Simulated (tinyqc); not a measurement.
Smearing for a one-band metal on the square lattice: one step. Occupations and energies.

With x = (E_k - mu)/sigma: cold (Marzari-Vanderbilt) with y = x + 1/sqrt(2), f = erfc(y)/2 + exp(-y^2)/sqrt(2 pi), s = y exp(-y^2)/sqrt(2 pi). With weights w = points/N^d (d the dimension), mu solves 2 sum w f = ne; E = 2 sum w f E_k, S = 2 sum w s, F = E - sigma S.

Values chosen for the exercise: ne = 1.24 (electrons per cell); sigma = 0.315 eV (width).

Distinct levels:
```
E_k (eV),points
-1.840000,1
-1.550000,4
-1.090000,4
-0.970000,4
-0.680000,2
-0.170000,8
0.290000,4
1.430000,4
2.230000,4
3.200000,1
```

Problem. Converge mu, then list x, f and s of each level and form the sums.

Give: mu; x, f and s of each level; E; S; F; (E + F)/2.

Solution.

mu = 0.0422 eV

x, f and s of each level:
```
E_k (eV),x,f,s
-1.8400,-5.98,1.0000,0.0000
-1.5500,-5.05,1.0000,0.0000
-1.0900,-3.59,1.0001,-0.0003
-0.9700,-3.21,1.0005,-0.0019
-0.6800,-2.29,1.0198,-0.0512
-0.1700,-0.67,0.8797,0.0133
0.2900,0.79,0.0602,0.0640
1.4300,4.41,0.0000,0.0000
2.2300,6.95,0.0000,0.0000
3.2000,10.02,0.0000,0.0000
```

E = -1.0442 eV
S = 0.0140
F = -1.0486 eV
(E + F)/2 = -1.0464 eV

Levels with f between 0.001 and 0.999: 2. f leaves the range 0 to 1: it runs from 0.0000 to 1.0198. For this scheme F itself has no term in sigma^2, so F is the estimate of the energy at zero width. That argument needs a smooth density of states, and the number of distinct levels within 2 sigma of mu is only 2, so it may fail on this mesh.

Computed by tinyqc, a small Python program: `OMP_NUM_THREADS=1 python tinyqc.py 1680710 1680711 out.jsonl` (the numbers bound the seed that draws the inputs); one thread of a shared host (Intel(R) Xeon(R) Processor @ 2.30GHz), about 0.08 s for the whole set of steps.
